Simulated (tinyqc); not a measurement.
A particle near a wafer in liquid: double-layer and van der Waals forces (DLVO), deposition barrier and removal: one step, computed by the program tinyqc. Command: `OMP_NUM_THREADS=1 python tinyqc.py 3113345 3113346 out.jsonl dlvo walk`. One thread of a shared host (Intel(R) Xeon(R) Processor @ 2.30GHz), about 0.01 s of CPU time with the checks.

Sphere and flat wall, Derjaguin approximation, constant potentials in the linear-superposition form, no retardation and no hydration force.

Task: Screening. kappa^2 = 2 z^2 e^2 N_A (1000 c)/(eps eps_0 k_B T); gamma_i = tanh(z e psi_i/(4 k_B T)); Z = 64 pi eps eps_0 (k_B T/(z e))^2 gamma_1 gamma_2.

Inputs (values chosen for the exercise, of the order of those for silica on silica in water):

| quantity | value | unit |
|---|---|---|
| particle radius R | 300 | nm |
| potential of the particle psi_1 | -31 | mV |
| potential of the wafer psi_2 | -13 | mV |
| salt concentration c | 0.00017 | mol/L |
| valence z of the symmetric salt | 1 | - |
| temperature T | 298 | K |
| dielectric constant of the liquid | 78.4 | - |

Constants: e = 1.602176634e-19 C; N_A = 6.02214076e+23 1/mol; eps_0 = 8.8541878128e-12 F/m; k_B = 1.380649e-23 J/K; k_B = 8.617333262e-05 eV/K.

Give: kappa; Debye length; gamma_1; gamma_2; Z; kappa R.

Result:

kappa = 0.042899 1/nm

Debye length = 23.311 nm

gamma_1 = -0.29295

gamma_2 = -0.12589

Z = 3.3944 pN

kappa R = 12.870

Like signs: the double layers repel.
